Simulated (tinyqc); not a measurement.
Bandgap voltage reference from two bipolar transistors: two steps of the calculation.

Two transistors of area 1 and N carry the same current I. Is(T) = Is (T/T0)^eta exp[(Vg0 q/kB)(1/T0 - 1/T)], VBE1 = Vt ln(I/Is(T)) + I rb, VBE2 = Vt ln(I/(N Is(T))) + I rb/N. The amplifier forces I R1(T) = VBE1 - VBE2 + Vos, with R(T) = R (1 + tc (T - T0)) for both resistors, and the output is Vref = VBE1 + I R2(T). Base currents and the Early effect are neglected.

Parameters, values chosen for the exercise; values of the order met in silicon bipolar transistors: reference temperature T0 = 298 K; band-gap voltage extrapolated to 0 K Vg0 = 1.163 V; temperature exponent of the saturation current eta = 4.2; saturation current of the unit transistor at T0 Is = 3.4e-16 A; area ratio of the second transistor N = 4; resistor across which the difference of VBE falls, at T0 R1 = 29 kohm; temperature coefficient of both resistors tc = 0 ppm/K; offset of the amplifier Vos = -1 mV; series resistance of the unit transistor rb = 0 ohm; output resistor at T0 R2 = 570.6 kohm; temperature T = 333 K.

Constants: q = 1.602176634e-19 C, kB = 1.380649e-23 J/K. Results are converted to the units shown.

Problem 1. Operating point at the reference temperature. Vt = kB T/q; I = (Vt ln N + Vos)/(R1(T) - rb (1 - 1/N)). Evaluate at T = T0.

Find: Vt; I; Is(T); VBE1; I R2; Vref.

Solution 1.

Vt = 0.02568 V
I = 1.193 uA
Is(T) = 3.400e-16 A
VBE1 = 0.5644 V
I R2 = 0.6808 V
Vref = 1.245 V

Problem 2. Operating point at another temperature. 

Give: Vt; I; Is(T); VBE1; I R2; Vref.

Solution 2.

Vt = 0.028696 V
I = 1.3373 uA
Is(T) = 6.3287e-14 A
VBE1 = 0.48399 V
I R2 = 0.76304 V
Vref = 1.2470 V

From T0 to T, VBE1 changes by -80.4 mV and I R2 by 82.3 mV, which leaves 1.85 mV in Vref.

Computed by the program tinyqc: `OMP_NUM_THREADS=1 python tinyqc.py 2062095 2062096 out.jsonl`, one thread of a shared Intel Xeon 2.30GHz, about 0.03 s for the whole run.
